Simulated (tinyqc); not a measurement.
Raman shift of the zone-centre optical phonon of a diamond-structure crystal under stress: one step, computed by the program tinyqc.

Axes x, y, z are the cube axes. Strain shifts the threefold optical mode and can split it; p, q and r are the phonon deformation potentials.

Task: Heating mistaken for stress. A temperature above 300 K shifts the line by (d omega/dT)(T - 300 K); divided by the shift per stress it poses as a stress; the total shift adds it to the shift of the observed line. The anti-Stokes to Stokes ratio is [(omega_L + omega_0)/(omega_L - omega_0)]^3 exp(-h c omega_0/(k_B T)) in photon counts, omega_L = 1/wavelength, resonance effects left out.

Inputs (values chosen for the exercise, modelled on silicon):

| quantity | value | unit |
|---|---|---|
| unstrained frequency omega_0 | 520.2 | 1/cm |
| temperature coefficient d omega/dT | -0.022 | 1/(cm K) |
| local temperature T | 520 | K |
| laser wavelength | 532 | nm |

Stress state: uniaxial. Axis: [210].

shift per stress = -2.370617 1/(cm GPa)

shift of the observed line = -1.209015 1/cm

Constants: h = 6.62607015e-34 J s; c = 299792458 m/s; k_B = 1.380649e-23 J/K.

Give: thermal shift; apparent stress from heating; total shift; anti-Stokes/Stokes ratio.

Result:

thermal shift = -4.84 1/cm

apparent stress from heating = 2.0417 GPa

total shift = -6.0490 1/cm

anti-Stokes/Stokes ratio = 0.27992
